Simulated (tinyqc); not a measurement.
Memristor with linear dopant drift, Joglekar window: one step of the calculation.

A film of thickness D has a doped share x: R = Ron x + Roff (1 - x), i = v/R, dx/dt = k i F with k = mv Ron/D^2 and F = 1 - (2 x - 1)^(2 p). The drive is v = V0 sin(2 pi f t). The model has no threshold and no heating.

Task. Rate constant, charge and flux scales. k = mv Ron/D^2; R0 = R(x0); without a window the film fills (x = 1) after the charge (1 - x0)/k and the flux (R0^2 - Ron^2)/(2 k (Roff - Ron)); half a period supplies the flux V0/(pi f).

Inputs (values chosen for the exercise): resistance of the fully doped film Ron = 200 ohm; resistance of the undoped film Roff = 5000 ohm; film thickness D = 15 nm; dopant mobility mv = 3.2e-14 m^2/(V s); doped share at t = 0 x0 = 0.45; amplitude V0 = 1 V; frequency f = 15 Hz.

Give: k; R0; charge to fill; flux to fill; flux of half a period.

Result.

k = 2.844e4 1/C
R0 = 2840 ohm
charge to fill = 19.34 uC
flux to fill = 0.02939 V s
flux of half a period = 0.02122 V s

Half a period supplies 72.2 % of the flux to fill.

Numbers from tinyqc (`OMP_NUM_THREADS=1 python tinyqc.py 2880065 2880066 out.jsonl`; about 0.2 s on one thread of a shared Intel Xeon 2.30GHz).
